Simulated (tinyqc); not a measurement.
# Hot carriers by balance equations with a heated Maxwellian, step by step

A worked calculation. Computed by tinyqc, a small Python program that keeps every step. Command: `OMP_NUM_THREADS=1 python tinyqc.py 3011696 3011697 out.jsonl hot walk`. One thread of a shared host (Intel(R) Xeon(R) Processor @ 2.30GHz), about 0.02 s of CPU time with the checks. Intermediate numbers are printed to about 7 digits and carried at full precision; extremes and crossings named in words are read from the listed rows.

The carriers follow a Maxwellian at an electron temperature T_e, slightly displaced; the drift energy is neglected against k_B T_e. The balance averages the rate, not the time, so mu_0 lies below the relaxation-time value.

Inputs (values chosen for the exercise, modelled on electrons in germanium):

| quantity | value | unit |
|---|---|---|
| effective mass m | 0.221 | m_0 |
| density rho | 5323 | kg/m^3 |
| sound velocity v_l | 5240 | m/s |
| acoustic deformation potential D_A | 11 | eV |
| phonon energy hbar w | 31.3 | meV |
| optical or intervalley deformation potential D_o | 5.4 | 1e8 eV/cm |
| final valleys Z_f | 3 | - |
| lattice temperature T | 300 | K |
| electric field F | 4.6 | kV/cm |
| iteration cap | 300 | - |

Band: parabolic. Solver: Newton.

Constants: k_B = 8.617333262e-05 eV/K; k_B = 1.380649e-23 J/K; e = 1.602176634e-19 C; hbar = 1.054571817e-34 J s; m_0 = 9.1093837015e-31 kg; hbar = 6.582119569e-16 eV s.

## Equilibrium values

Parabolic band: E = hbar^2 k^2/(2 m), speed v = hbar k/m, states per spin, volume and energy g(E) = m k/(2 pi^2 hbar^2). Masses are multiplied by m_0 and all formulas are in SI units. Phonon occupation N_q = 1/(exp(hbar w/(k_B T)) - 1). Acoustic deformation potential (elastic, equipartition, absorption and emission together): 1/tau = 2 pi k_B T D_A^2 g(E)/(hbar rho v_l^2). Optical or intervalley deformation potential: 1/tau = (pi Z_f D_o^2/(rho w)) [N_q g(E + hbar w) + (N_q + 1) g(E - hbar w)], with g = 0 below the band edge. Averages over the Maxwellian, <y> = int y x^(1/2) exp(-x) dx / int x^(1/2) exp(-x) dx with x = E/(k_B T_e), split at x_0 = hbar w/(k_B T_e): 64 Gauss-Legendre points in sqrt(x) below it and 128 in sqrt(x - x_0) above it, up to x = 32. Momentum balance: mu(T_e) = e/(m nu), nu = <x (sum of rates)>/<x>. Power lost per carrier: P(T_e) = hbar w <emission rate - absorption rate> + <(2 m v_l^2/(k_B T)) (E - 2 k_B T) acoustic rate>. Energy relaxation time at weak heating: tau_E = (3/2) k_B / (dP/dT_e), the derivative by a central difference of +/- 0.5 K at T_e = T.

low-field mobility mu_0 = 1613.180 cm^2/(V s)

energy relaxation time tau_E = 1.495337 ps

tau_E is 7.38 times the momentum relaxation time m mu_0/e: energy is lost more slowly than direction, which is why carriers heat.

## Balance functions

The field that sustains T_e follows from e mu F^2 = P.

Against the electron temperature:

| T_e (K) | mu (cm^2/(V s)) | P optical (1e9 eV/s) | P acoustic (1e9 eV/s) | F (kV/cm) | drift velocity (1e7 cm/s) |
|---|---|---|---|---|---|
| 330 | 1519.421 | 2.5267 | 3.041733e-02 | 1.29729 | 0.1971134 |
| 390 | 1371.621 | 7.3322 | 9.920139e-02 | 2.32765 | 0.3192648 |
| 480 | 1212.990 | 13.9077 | 2.201081e-01 | 3.41278 | 0.4139668 |
| 600 | 1067.746 | 21.6352 | 4.101473e-01 | 4.54385 | 0.4851682 |
| 900 | 854.610 | 37.2663 | 1.004651e+00 | 6.69192 | 0.5718982 |
| 1500 | 652.521 | 59.9717 | 2.593999e+00 | 9.79199 | 0.6389476 |
| 2400 | 512.084 | 84.5266 | 5.742062e+00 | 13.27694 | 0.6798906 |
| 3600 | 416.515 | 109.4425 | 1.105117e+01 | 17.00853 | 0.7084307 |

Optical phonons take 99 % of the power in the first row and 91 % in the last. The velocity grows as F^0.82 at first and as F^0.17 at the end, so it levels off; if optical phonons alone set both balances the limit at high T_e would be sqrt(3 hbar w tanh(hbar w/2 k_B T)/(4 m)) = 1.01 in the same unit. Rows above 1400 K (k_B T_e > 0.12 eV) stretch the parabolic band.

## First iteration

Newton: h(T_e) = P - e mu F^2, T_new = T_e - h/h', with h' by a central difference of +/- 0.5 K, limited to the range T to 3 T_e. Start at T_e = 1.5 T.

mu at the start = 1259.627 cm^2/(V s)

P at the start = 1.197460e+10 eV/s

new T_e = 586.0923 K

## The whole iteration

Start at T_e = 1.5 T; stop when T_e moves by less than 1e-6 K or exceeds 1e6 K.

Course of the iteration:

| iteration | T_e (K) | mu (cm^2/(V s)) | step (K) |
|---|---|---|---|
| 1 | 450.0000 | 1259.627 | 1.360923e+02 |
| 2 | 586.0923 | 1081.945 | 2.023071e+01 |
| 3 | 606.3230 | 1061.474 | 3.147609e-01 |
| 4 | 606.6378 | 1061.165 | 7.280235e-05 |
| 5 | 606.6379 | 1061.165 | 1.921308e-11 |

electron temperature T_e = 606.6379 K

Converged in 5 iterations.

## Drift velocity

v = mu(T_e) F; warm-carrier coefficient (mu/mu_0 - 1)/F^2.

mobility mu(T_e) = 1061.165 cm^2/(V s)

drift velocity = 0.4881358 1e7 cm/s

mu/mu_0 = 0.6578094

(mu/mu_0 - 1)/F^2 = -0.01617158 cm^2/kV^2

T_e/T = 2.02; the simple estimate T + (2/3) e mu_0 F^2 tau_E/k_B would give 695 K, too high since mu falls and tau_E changes as the gas heats.

Checks made by the program: detailed balance, P(T_e = T) = 0, on the scale of P at 1.1 T (relative difference below 1e-10).
